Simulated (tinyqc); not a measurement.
# From one set of inputs to another, one input at a time

Model: field-effect mobility of a thin-film transistor with band-tail and deep states (multiple trapping). Computed by tinyqc, a small Python program. Command: `OMP_NUM_THREADS=1 python tinyqc.py 3001404 3001405 out.jsonl tft ladder`. One thread of a shared host (Intel(R) Xeon(R) Processor @ 2.30GHz), about 0.3 s of CPU time with the checks.

A thick film in accumulation at small drain voltage. Only free electrons move; trapped ones still screen the gate. N_c and mu_0 are held fixed when T changes, leaving out the T^(3/2) growth of N_c. x = E_0 - psi is the distance of the Fermi level below the band edge.

The inputs printed are set A. Set A is modelled on an amorphous In-Ga-Zn oxide; the values taken over come from a set modelled on nanocrystalline ZnO. Inputs not listed in the table keep their values of set A, so the rows need not describe a real material.

Inputs (values chosen for the exercise, modelled on an amorphous In-Ga-Zn oxide): permittivity eps = 11.5; effective density of states N_c = 5.1e+18 1/cm^3; band mobility mu_0 = 15 cm^2/(V s); tail density at the edge g_t = 1.1e+19 1/(eV cm^3); tail width E_t = 38 meV; flat-band Fermi level below the edge, E_0 = 0.36 eV; equivalent oxide thickness t = 64 nm; surface band bending psi_s as a fraction of E_0 = 0.7; temperature T = 300 K.

Deep states: none.

Constants: k_B = 8.617333262e-05 eV/K; e = 1.602176634e-19 C; eps_0 = 8.8541878128e-12 F/m.

Method:
- F_j(eta) = int_0^infinity x^j/(1 + exp(x - eta)) dx, without a gamma-function factor.
- Integrals over x = E/(k_B T) use 160 Gauss-Legendre points in u = sqrt(x) from 0 to sqrt(max(eta, 0) + 32).
- Free n(x) = N_c (2/sqrt(pi)) F_1/2(-x/k_B T), with F_1/2 from its two-term series in exp(-x/k_B T) for x >= 12 k_B T; tail n_t(x) = int_0^1.2eV g_t exp(-E/E_t)/(1 + exp((x - E)/k_B T)) dE, E counted down from the edge, 120 Gauss-Legendre points; space charge rho(psi) = n + n_t less its value at psi = 0.
- Poisson: F(psi) = sqrt((2 e/(eps eps_0)) int_0^psi rho dpsi'); V_G - V_FB = psi_s + eps F(psi_s) t/3.9; free sheet density N_f = int (n - n(E_0))/F dpsi; induced sheet density N_i = eps eps_0 F(psi_s)/e; trapezoid rule on 301 even points in psi, the first interval left out of N_f.
- mu_eff = mu_0 N_f/N_i; field-effect mobility mu_FE = mu_0 e (dN_f/dV_G)/C_ox and swing S = dV_G/dlog10(N_f), by a central difference of +/- 2 mV in psi_s; C_ox = 3.9 eps_0/t.

Each row keeps all changes above it:
```
input moved                                    from       to  effective mobility mu_eff (cm^2/(V s))  V_G - V_FB (V)  field-effect mobility mu_FE (cm^2/(V s))
set A                                             -        -                                    6.30           0.920                                      8.47
permittivity eps                               11.5      8.5                                    6.30           0.827                                      8.35
tail width E_t (meV)                             38       36                                    7.03           0.803                                      8.77
band mobility mu_0 (cm^2/(V s))                  15       38                                   17.81           0.803                                     22.21
effective density of states N_c (1/cm^3)    5.1e+18  3.9e+18                                   15.39           0.766                                     19.85
equivalent oxide thickness t (nm)                64       30                                   15.39           0.493                                     17.67
tail density at the edge g_t (1/(eV cm^3))  1.1e+19  3.2e+20                                    0.91           1.203                                      1.63
temperature T (K)                               300      250                                    0.39           1.090                                      0.87
```

Where does the difference come from?

Effective mobility mu_eff goes from 6.30 to 0.392, a factor 0.0622 in all. The largest single move comes from tail density at the edge g_t (a factor 0.0589), and band mobility mu_0 works against it (a factor 2.53). V_G - V_FB goes from 0.920 to 1.09, a factor 1.18 in all. The largest single move comes from tail density at the edge g_t (a factor 2.44), and equivalent oxide thickness t works against it (a factor 0.643). Field-effect mobility mu_FE goes from 8.47 to 0.867, a factor 0.102 in all. The largest single move comes from tail density at the edge g_t (a factor 0.0924), and band mobility mu_0 works against it (a factor 2.53). The single moves hold for this order of the switches; the total does not depend on the order.

Extremes, crossings and ranges named in words are read from the listed rows.
